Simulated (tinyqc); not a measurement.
Efficiency against current: defect, radiative and Auger recombination at equal electron and hole densities (ABC model).

J/(e d) = Ae n + B n^2 + C n^3 with Ae = A + 4 S/w (four side walls, carriers spread evenly), e = 1.602176634e-19 C, lengths in cm; internal efficiency IQE = B n^2/(Ae n + B n^2 + C n^3); all injected carriers recombine in the layer.

Inputs chosen for the exercise (orders of magnitude like those quoted for InGaAs; shifted at random, so the results belong to these values and not to a real crystal): A = 50000000 1/s (defect rate); B = 1.2e-10 cm^3/s (radiative coefficient); C = 1e-28 cm^6/s (Auger coefficient); S = 0 cm/s (recombination velocity of the side walls); w = 8.9 micrometre (side of the square mesa); d = 34 nm (active thickness).

The slope is d ln(B n^2)/d ln J = 2 (Ae + B n + C n^2)/(Ae + 2 B n + 3 C n^2).

Results:
```
J (A/cm^2)  n (1/cm^3)      IQE  slope  differential lifetime (ns)
0.070         2.55e+15  0.00609  1.988                        19.8
0.30          1.07e+16   0.0251  1.950                        19.0
1.0           3.39e+16   0.0750  1.853                        17.1
4.0           1.13e+17    0.209  1.601                        12.3
20            3.51e+17    0.403  1.220                        5.84
70            7.01e+17    0.459  1.002                        2.73
1.0e+03       2.24e+18    0.328  0.784                       0.478
4.0e+03       3.79e+18    0.234  0.737                       0.190
2.0e+04       6.76e+18    0.149  0.706                      0.0650
```

Give the missing row, J (A/cm^2) = 3.0e+02.

Computed row:
```
J (A/cm^2)  n (1/cm^3)    IQE  slope  differential lifetime (ns)
3.0e+02       1.37e+18  0.409  0.854                        1.06
```

IQE peaks at 0.459 for J = 71.2 A/cm^2, where the slope passes 1. It is 0.00609 at the lowest current and 0.149 at the highest, a droop of 67 %. The slope runs from 1.99 to 0.71; its limits are 2 (defects alone), 1 (radiation alone) and 2/3 (Auger alone). In the 3 rows above about 2e18 1/cm^3 the bands are degenerate: B saturates and stimulated emission, left out, would clamp n in a laser cavity.

tinyqc: `OMP_NUM_THREADS=1 python tinyqc.py 1680456 1680457 out.jsonl`; about 0.01 s, one thread, shared Intel(R) Xeon(R) Processor @ 2.30GHz.
